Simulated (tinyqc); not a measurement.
Ellipsoidal valleys in the axes of a wafer and a channel: sweeps and comparisons. A value that a table varies takes the place of the one given here.

Valleys with axes a along x, y and z, two valleys each; inverse mass tensor w = 1/mt + (1/ml - 1/mt) a a. Device axes: z = nz/|nz|, x = nx/|nx|, y = z cross x; in them a = (ax, ay, az). Confinement mass mz = 1/w_zz. In the plane w_ij is replaced by u_ij = w_ij - w_iz w_jz/w_zz (i, j = x, y); density-of-states mass md = 1/sqrt(det u); conductivity mass along x mc = 1/u_xx; ballistic transport mass mx = u_yy/det u, width mass my = 1/u_yy.

Hard walls: E_n = c (n pi/t)^2/mz, c = hbar^2/2m0, n = 1, 2, 3. Non-degenerate share of a valley proportional to md sum_n exp(-E_n/kT); mean 1/mc = sum of share/mc. 1 nm = 10 angstrom.

Constants: hbar^2/2m0 = 3.80998211 eV angstrom^2; kB = 8.617333262e-05 eV/K.

Values chosen for the exercise (near those of the Delta valleys of Si; the results hold for these values, not for the real material):
- ml = 0.947 m0 (longitudinal mass)
- mt = 0.193 m0 (transverse mass)
- t = 8.4 nm (thickness of the film)
- T = 300 K (temperature)
- nz = (1, 1, 1) (surface normal (confinement))
- nx = (1, 1, -2) (channel direction)

## Wafer and channel orientation

For each face/channel: the lowest ladder (mz, number of valleys, md, E1, share) and the mean conductivity mass over all valleys.

Results:
```
face/channel     mz  valleys     md  E1 (meV)  share  mean mc
(001)/[100]   0.947        2  0.193       5.6  0.463   0.2455
(111)/[11-2]  0.263        6  0.366      20.3  1.000   0.3022
(100)/[011]   0.947        2  0.193       5.6  0.463   0.2455
(112)/[11-1]  0.411        2  0.293      13.0  0.396   0.3265
(111)/[1-10]  0.263        6  0.366      20.3  1.000   0.3022
(113)/[1-10]  0.554        2  0.252       9.6  0.427   0.2559
(110)/[1-11]  0.321        4  0.332      16.6  0.724   0.3177
```

How do the results move?

The mean conductivity mass is lowest, 0.2455, for (001)/[100] and (100)/[011] and highest, 0.3265, for (112)/[11-1]; the bulk value is 0.2627. The confinement energy is lowest on the face with the heaviest mz ((001), 6 meV). The density of states of the lowest ladder, valleys times md, runs between 0.386 and 2.199; a small value limits the charge through the quantum capacitance.

## What each parameter does

Lowest E1, its share and the mean conductivity mass. Each row changes one parameter from the base and keeps the others.

Results:
```
case           lowest E1 (meV)   share  mean mc (m0)
base                     20.28  1.0000        0.3022
ml = 0.852 m0            20.49  1.0000        0.2957
mt = 0.174 m0            22.29  1.0000        0.2779
t = 7.56 nm              25.04  1.0000        0.3022
T = 270 K                20.28  1.0000        0.3022
```

What does this show?

The largest shifts from the base row, up to three for each result and ties (the steps differ in size, so this ranks the rows, not the parameters). lowest E1 (meV): t +4.76, mt +2.01, ml +0.21; unchanged at the printed digits by T. share: unchanged at the printed digits by ml, mt, t and T. mean mc (m0): mt -0.0243, ml -0.0064; unchanged at the printed digits by t and T.

Computed by tinyqc, a small Python program: `OMP_NUM_THREADS=1 python tinyqc.py 1880992 1880993 out.jsonl` (the numbers bound the seed that draws the inputs); one thread of a shared host (Intel(R) Xeon(R) Processor @ 2.30GHz), about 0.01 s for the whole set of steps.
